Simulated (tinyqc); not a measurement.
Plane-wave Kohn-Sham cycle with exchange-only LDA in a layered model solid, step by step. Computed by tinyqc, a small Python program that keeps every step. Settings: points = 16, plane-wave index or count = 2, electrons = 2, k points = 2, area = 17.0, mixing = 0.8, iteration cap = 66. Command: `OMP_NUM_THREADS=1 python tinyqc.py 27646 27647 out.jsonl` (the two numbers bound the seeds that draw the settings). One thread of a shared host (Intel(R) Xeon(R) Processor @ 2.60GHz), about 0.01 s of CPU time with the checks. Later iterations appear only in the table of the cycle.

## Iteration 1: potential

A solid whose potential varies along x alone (atomic units):
```
parameter                      value
period a                    7.600000
cross-section of the cell  17.000000
electrons per cell                 2
grid points                       16
plane waves -n..n, n               2
k points                           2
V1 in V1 cos(2 pi x/a)     -0.640000
```

density at the start, on the grid x_j = j a/N (e/bohr^3): 0.01547988  0.01547988  0.01547988  0.01547988  0.01547988  0.01547988  0.01547988  0.01547988  0.01547988  0.01547988  0.01547988  0.01547988  0.01547988  0.01547988  0.01547988  0.01547988

V_H(G) = 4 pi rho(G)/G^2 for G != 0 (uniform background); v_x = -(3 rho/pi)^(1/3); V = V_ext + V_H + v_x; Fourier components f(G_m) = (1/N) sum_j f(x_j) exp(-i G_m x_j).

Potentials on the grid (hartree):
```
x             V_ext       V_H        v_x          V
0.000000  -0.640000  0.000000  -0.245422  -0.885422
0.475000  -0.591283  0.000000  -0.245422  -0.836705
0.950000  -0.452548  0.000000  -0.245422  -0.697970
1.425000  -0.244917  0.000000  -0.245422  -0.490339
1.900000          0  0.000000  -0.245422  -0.245422
2.375000   0.244917  0.000000  -0.245422  -0.000504
2.850000   0.452548  0.000000  -0.245422   0.207127
3.325000   0.591283  0.000000  -0.245422   0.345861
3.800000   0.640000  0.000000  -0.245422   0.394578
4.275000   0.591283  0.000000  -0.245422   0.345861
4.750000   0.452548  0.000000  -0.245422   0.207127
5.225000   0.244917  0.000000  -0.245422  -0.000504
5.700000          0  0.000000  -0.245422  -0.245422
6.175000  -0.244917  0.000000  -0.245422  -0.490339
6.650000  -0.452548  0.000000  -0.245422  -0.697970
7.125000  -0.591283  0.000000  -0.245422  -0.836705
```

V(G_m), m = 0, 1, 2, ... (hartree): -0.245422  -0.320000  0.000000  0.000000  0.000000

## Iteration 1: Hamiltonian at one k

k = 0.250000 2 pi / a

H(m,m') = (k + G_m)^2/2 delta + V(G_m - G_m'), with V(-G) = V(G).

H (hartree), lower triangle:
```
           -2         -1         +0         +1        +2
-2   0.801173
-1  -0.320000  -0.053190
+0   0.000000  -0.320000  -0.224063
+1   0.000000   0.000000  -0.320000   0.288555
+2   0.000000   0.000000   0.000000  -0.320000  1.484664
```

## Iteration 1: levels at that k

Diagonalise the Hermitian matrix.

eigenvalues (hartree): -0.577221  -0.017512  0.404600  0.918716  1.568557

## Iteration 1: new density

Motion across x is left out: the lowest 1 band(s) hold two electrons at each of the k points (j + 1/2)/nk - 1/2. Residual R = rho(out) - rho(in); rho(new) = rho(in) + 0.8 R. rho(out) = 2/(a A nk) sum |psi|^2 with psi = sum c exp(i G x). Harris energy E = band energy - dV sum rho (V_H/2 + v_x) + (3/4) dV sum rho v_x with rho(in), dV = a A/N, band energy = (2/nk) sum of the filled levels.

rho(out) (e/bohr^3): 0.04968324  0.04383450  0.03001492  0.01583688  0.00641762  0.00204663  0.00057676  0.00020149  0.00013718  0.00020149  0.00057676  0.00204663  0.00641762  0.01583688  0.03001492  0.04383450

density after iteration 1 (e/bohr^3): 0.04284256  0.03816358  0.02710791  0.01576548  0.00823007  0.00473328  0.00355738  0.00325716  0.00320572  0.00325716  0.00355738  0.00473328  0.00823007  0.01576548  0.02710791  0.03816358

energy per cell = -1.03173195 hartree

## Iteration 2: potential

As before.

Potentials on the grid (hartree):
```
x             V_ext        V_H        v_x          V
0.000000  -0.640000   0.372674  -0.344574  -0.611900
0.475000  -0.591283   0.335029  -0.331543  -0.587797
0.950000  -0.452548   0.234617  -0.295817  -0.513748
1.425000  -0.244917   0.101274  -0.246922  -0.390565
1.900000          0  -0.033831  -0.198819  -0.232650
2.375000   0.244917  -0.149357  -0.165340  -0.069780
2.850000   0.452548  -0.234956  -0.150326   0.067267
3.325000   0.591283  -0.286947  -0.145972   0.158364
3.800000   0.640000  -0.304336  -0.145200   0.190464
4.275000   0.591283  -0.286947  -0.145972   0.158364
4.750000   0.452548  -0.234956  -0.150326   0.067267
5.225000   0.244917  -0.149357  -0.165340  -0.069780
5.700000          0  -0.033831  -0.198819  -0.232650
6.175000  -0.244917   0.101274  -0.246922  -0.390565
6.650000  -0.452548   0.234617  -0.295817  -0.513748
7.125000  -0.591283   0.335029  -0.331543  -0.587797
```

V(G_m), m = 0, 1, 2, ... (hartree): -0.222453  -0.203018  0.005474  0.002560  0.000389

## Iteration 2: Hamiltonian at one k

k = 0.250000 2 pi / a

As before.

H (hartree), lower triangle:
```
           -2         -1         +0         +1        +2
-2   0.824142
-1  -0.203018  -0.030221
+0   0.005474  -0.203018  -0.201094
+1   0.002560   0.005474  -0.203018   0.311524
+2   0.000389   0.002560   0.005474  -0.203018  1.507632
```

## Iteration 2: levels at that k

As before.

eigenvalues (hartree): -0.386306  0.020763  0.363027  0.872477  1.542022

## Iteration 2: new density

As before.

rho(out) (e/bohr^3): 0.04352977  0.03941739  0.02927939  0.01788731  0.00907700  0.00393624  0.00156557  0.00067856  0.00046531  0.00067856  0.00156557  0.00393624  0.00907700  0.01788731  0.02927939  0.03941739

density after iteration 2 (e/bohr^3): 0.04339233  0.03916663  0.02884510  0.01746295  0.00890761  0.00409565  0.00196394  0.00119428  0.00101339  0.00119428  0.00196394  0.00409565  0.00890761  0.01746295  0.02884510  0.03916663

energy per cell = -0.83461370 hartree

## Convergence

Stop when sqrt(dV sum R^2) is below 1e-8, dV = a A/N.

Course of the cycle:
```
iteration  E (hartree)  norm of the residual
1          -1.03173195              1.98e-01
2          -0.83461370              2.08e-02
3          -0.83405440              4.94e-03
4          -0.83413469              1.17e-03
5          -0.83413967              2.66e-04
6          -0.83413994              6.02e-05
7          -0.83413995              1.37e-05
8          -0.83413995              3.12e-06
9          -0.83413995              7.12e-07
10         -0.83413995              1.62e-07
11         -0.83413995              3.70e-08
12         -0.83413995              8.41e-09
```

Converged in 12 iterations. Before convergence this energy mixes input and output and is not variational, so it may rise towards its limit.
